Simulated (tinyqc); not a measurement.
Six-transistor SRAM cell, nodal equations and margins: one step of the calculation.

Two cross-coupled inverters (pull-down bn, pull-up bp) hold the nodes Q and QB; access transistors (ba, threshold VTn, gate on the word line at Vdd when selected) join them to the bit lines. Transistor (EKV form, voltages against the body): I = 2 n b Vt^2 [F(vp - Vs) - F(vp - Vd)] from drain to source, F(v) = ln^2(1 + exp(v/(2 Vt))), vp = (Vg - VT + sg |Vd - Vs|)/n. n-channel bodies are at 0; for the p-channel device all voltages are counted down from Vdd. b in uA/V^2 gives I in uA. For an access transistor the bit line is the drain and the node the source. In a read both bit lines are at Vdd. The cell is symmetric (no mismatch).

Question. Node voltages in a read by Newton steps. F1 = In(gate QB, drain Q) - Ip(gate QB, drain Q) - Ia(bit line, Q), F2 the same with Q and QB exchanged; J by central differences with +/- 1e-6 V; solve J d = -F, limit each component to +/- 0.15 V and add.

Parameters, values chosen for the exercise: temperature T = 273 K; supply voltage Vdd = 0.7 V; slope factor n = 1.44; drain-induced barrier lowering sg = 0.046; n-channel threshold VTn = 0.41 V; p-channel threshold (magnitude) VTp = 0.45 V; gain factor of the pull-down transistor bn = 260 uA/V^2; gain factor of the access transistor ba = 170 uA/V^2; gain factor of the pull-up transistor bp = 68 uA/V^2.

Constants: q = 1.602176634e-19 C, kB = 1.380649e-23 J/K, Vt = kB T/q. Results are converted to the units shown.

(Q, QB) at the start (V): Q 0.00000000, QB 0.70000000

Find: F1, F2; J; (Q, QB) after iteration 1.

Answer.

F1, F2 (uA): -6.1499  0.0000

J (uS):
```
         Q     QB
F1  130.75   0.00
F2    0.00  16.70
```

(Q, QB) after iteration 1 (V): Q 0.04704, QB 0.70000

Program tinyqc, `OMP_NUM_THREADS=1 python tinyqc.py 2340006 2340007 out.jsonl`; Intel Xeon 2.30GHz, shared host, one thread, about 0.1 s.
